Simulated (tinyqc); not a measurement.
Sweep of a uniaxial [100] stress: deformation-potential model of the Delta valleys of a conduction band.

Valleys with axes along x, y and z, each a pair at +k and -k. Herring-Vogt shift of a valley with unit axis a: dE = Xd tr(e) + Xu a.e.a. Non-degenerate shares n_i = exp(-dE_i/kT)/sum_j exp(-dE_j/kT). Inverse mass tensor of a valley: (1 - a a)/mt + a a/ml; the masses are taken as independent of strain.

s11 = (C11 + C12)/((C11 - C12)(C11 + 2 C12)), s12 = -C12/((C11 - C12)(C11 + 2 C12)), s44 = 1/C44; exx = s11 sxx + s12 (syy + szz) and cyclic, exy = s44 sxy/2; tension is positive. A uniaxial stress X along the unit vector n is s_ij = X n_i n_j.

Constants: kB = 8.617333262e-05 eV/K.

Values chosen for the exercise (near those of Si; the results hold for these values, not for the real material): ml = 0.92 m0 (longitudinal mass); mt = 0.183 m0 (transverse mass); Xd = 1.08 eV (dilation potential); Xu = 9.1 eV (uniaxial potential); C11 = 161.2 GPa; C12 = 66.1 GPa; C44 = 76.5 GPa; load = uniaxial [100] (kind of stress); T = 400 K (temperature).

m_c = 1/(u.M.u) along [1-10] with M = sum_i n_i (inverse mass tensor); gain against zero stress at a fixed scattering time.

Results:
```
X (GPa)  spread (meV)  lowest edge (meV)    n x    n y    n z  m_c (m0)  gain (%)
-1.50           143.5             -116.7  0.970  0.015  0.015    0.3022     -17.4
-0.75            71.8              -58.4  0.800  0.100  0.100    0.2862     -12.8
-0.30            28.7              -23.3  0.535  0.233  0.233    0.2642      -5.5
0.00              0.0                0.0  0.333  0.333  0.333    0.2497       0.0
0.30             28.7               -5.4  0.179  0.411  0.411    0.2395       4.2
0.75             71.8              -13.4  0.059  0.471  0.471    0.2322       7.5
1.50            143.5              -26.8  0.008  0.496  0.496    0.2293       8.9
```

Along [1-10] the gain is -17.4 % at -1.50 GPa and +8.9 % at 1.50 GPa. The slope at zero stress (from +/- 0.001 GPa), +16.9 % per GPa, carried to the ends would give -25 and +25 %; the response falls behind at both ends, as it saturates once the spread passes a few kT (kT = 34.5 meV, spread up to 144 meV).

(tinyqc, `OMP_NUM_THREADS=1 python tinyqc.py 1050998 1050999 out.jsonl`, Intel(R) Xeon(R) Processor @ 2.30GHz, 1 thread, shared host, about 0.01 s.)
